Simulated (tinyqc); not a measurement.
Sharpness of the interface: valley splitting of a silicon quantum well in envelope theory.

The well lies at 0 < z < L; U(z) = V0 [1/(1 + exp(z/w)) + 1/(1 + exp((L - z)/w))] - e F z, 1 mV/nm = 1e-4 eV/angstrom. The envelope psi solves -(c/ml) psi'' + U psi = E psi, c = hbar^2/2m0, by three-point differences on a grid of 0.1 angstrom from -40 to L + 40 angstrom. The two valleys at +/- k0 couple through D = C0 times the integral of exp(-i q z) U(z) psi^2, q = 2 k0 (2 pi/a), and split by Ev = 2|D|.

Random alloy: with Y(z) = Yw + (Yb - Yw) B(z), B the bracket in U, and in-plane density exp(-r^2/ad^2)/(pi ad^2), D gains a random complex part of variance sigma^2 = (C0^2/pi)(a^2 V0/(8 ad (Yb - Yw)))^2 (4/a) times the integral of psi^4 Y (1 - Y). Alone it gives a mean splitting sqrt(pi) sigma; together with the smooth part the rms splitting is 2 sqrt(|D|^2 + sigma^2).

Constants: hbar^2/2m0 = 3.80998211 eV angstrom^2.

Inputs chosen for the exercise (near those of a strained Si well in SiGe; not measured data):
- L = 52 angstrom (well width)
- V0 = 0.17 eV (conduction offset)
- ml = 0.933 m0 (mass along z)
- F = 3.2 mV/nm (field pressing towards the upper interface)
- k0 = 0.847 2 pi/a (valley position)
- a = 5.431 angstrom (lattice constant)
- C0 = 0.266 (Bloch overlap factor)
- Yb = 0.27 (Ge share of the barrier)
- Yw = 0.05 (Ge share of the well)
- ad = 110 angstrom (dot radius)
- ws = (0.4, 0.6, 1, 1.4, 2, 3.3, 4.6) angstrom (interface widths)

The smooth part 2|D| and the disorder part against w, beside y/sinh(y) with y = pi q w. The 12 to 88 % width of the step is 4w.

Results:
```
w (angstrom)  4w (angstrom)  2|D| (micro-eV)  y/sinh(y)  sqrt(pi) sigma (micro-eV)
0.4                     1.6            39.58       0.42                      202.0
0.6                     2.4            16.16       0.18                      202.3
1.0                     4.0             3.38      0.026                      203.3
1.4                     5.6             0.60     0.0031                      204.6
2.0                     8.0             0.03    0.00011                      207.1
3.3                    13.2             0.00    6.1e-08                      214.7
4.6                    18.4             0.00    2.8e-11                      224.9
```

What does the comparison show?

The smooth part needs a Fourier component of U psi^2 at a wavelength of 3.21 angstrom; from the first row to the third it falls by a factor 11.7, while y/sinh(y) falls by 16.2 (the envelope near the step and the phase between the two interfaces change too). The disorder part goes from 202.0 to 224.9 micro-eV, growing as the electron overlaps more alloy. It exceeds the smooth part in every row.

Program tinyqc; command `OMP_NUM_THREADS=1 python tinyqc.py 1282621 1282622 out.jsonl`; about 0.06 s on one thread of a shared Intel(R) Xeon(R) Processor @ 2.30GHz.
